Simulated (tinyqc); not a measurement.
Shortcuts against the integral: sheet resistance and Hall data of a diffused or implanted layer. Computed by tinyqc, a small Python program. Command: `OMP_NUM_THREADS=1 python tinyqc.py 3011031 3011032 out.jsonl layer walk`. One thread of a shared host (Intel(R) Xeon(R) Processor @ 2.30GHz), about 0.01 s of CPU time with the checks.

Carriers are taken equal to the net active doping down to the junction (full ionisation, which deep dopants in wide-gap hosts do not reach; no spill-over, no depletion), and the Hall factor is 1.

Inputs (values chosen for the exercise, modelled on arsenic in silicon): mu_min = 50.9 cm^2/(V s); mu_max = 1420 cm^2/(V s); N_ref = 9.9e+16 1/cm^3; exponent alpha = 0.7; peak concentration N_0 = 1.7e+19 1/cm^3; length scale l = 57 nm; background doping N_B (opposite type) = 1.7e+14 1/cm^3.

Profile: complementary error function. Activation: complete.

Constants: e = 1.602176634e-19 C.

Method:
- N(x) = N_0 erfc(x/l), dose N_0 l/sqrt(pi), junction x_j = l erfc^-1(N_B/N_0).
- Mobility mu = mu_min + (mu_max - mu_min)/(1 + (N_t/N_ref)^alpha), N_t = active doping + N_B; carriers n = active doping - N_B, all dopants active.
- Integrals from x_0 (0 unless stated) to x_j by the midpoint rule on 400 even intervals: 1/R_s = e int n mu dx; sheet density n_s = int n dx; Hall sheet density (int n mu dx)^2/int n mu^2 dx; Hall mobility int n mu^2 dx/int n mu dx.
- Mean conductivity 1/(R_s x_j); mean mobility 1/(e n_s R_s).
- Shortcuts: R_s = 1/(e Q mu) with the dose Q and the mobility at the (active) peak concentration; 1/(e n_s mu) with mu at N_t = n_s/x_j + N_B; 1/(e Q mu_max).

sheet resistance R_s = 936.401 ohm

dose = 5.46700e+13 1/cm^2

sheet density n_s = 5.46665e+13 1/cm^2

junction depth x_j = 178.035 nm

Sheet resistances:
```
method                                   R_s (ohm)  deviation (%)
integral                                     936.4          0.000
dose, mobility at the peak                  1308.7         39.754
n_s, mobility at the mean concentration      694.8        -25.805
dose, mu_max                                  80.4        -91.414
```

The closest shortcut is «n_s, mobility at the mean concentration» (-25.8 %). The peak mobility is the lowest in the layer, so with full activation it overestimates R_s.

Extremes, crossings and ranges named in words are read from the listed rows.
